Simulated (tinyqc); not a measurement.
Classical nucleation, growth and JMAK kinetics of crystallisation from a melt or glass: one step, computed by the program tinyqc.

A spherical nucleus cap on a flat wall with a sharp interface of isotropic energy gamma; lambda = Omega^(1/3) is the jump distance.

Question. Critical nucleus. Driving force per volume: dG = H (T_m - T)/T_m. Shape factor f = (2 + cos theta)(1 - cos theta)^2/4. W(r) = f [4 pi r^2 gamma - (4/3) pi r^3 dG]; r* = 2 gamma/dG; W* = f 16 pi gamma^3/(3 dG^2); n* = f (4/3) pi r*^3/Omega.

Inputs (values chosen for the exercise, for a model substance):
```
quantity,value,unit
melting point T_m,1420,K
heat of melting per volume H,700,J/cm^3
interface energy gamma,0.0978,J/m^2
atomic volume Omega,30,angstrom^3
temperature T,1066,K
contact angle theta,85,degrees
```

Nucleation: on a flat wall. Driving force: Turnbull (linear).

Constants: e = 1.602176634e-19 C; k_B = 1.380649e-23 J/K.

Give: driving force dG; shape factor f; critical radius r*; barrier W*; atoms in the nucleus n*; W*/(k_B T).

Answer.

driving force dG = 174.51 J/cm^3

shape factor f = 0.43480

critical radius r* = 1.1209 nm

barrier W* = 1.3967 eV

atoms in the nucleus n* = 85.492

W*/(k_B T) = 15.205

The wall leaves r* unchanged and cuts the barrier to 43.5 % of the homogeneous value. W* equals n* Omega dG/2 = 1.397 eV.
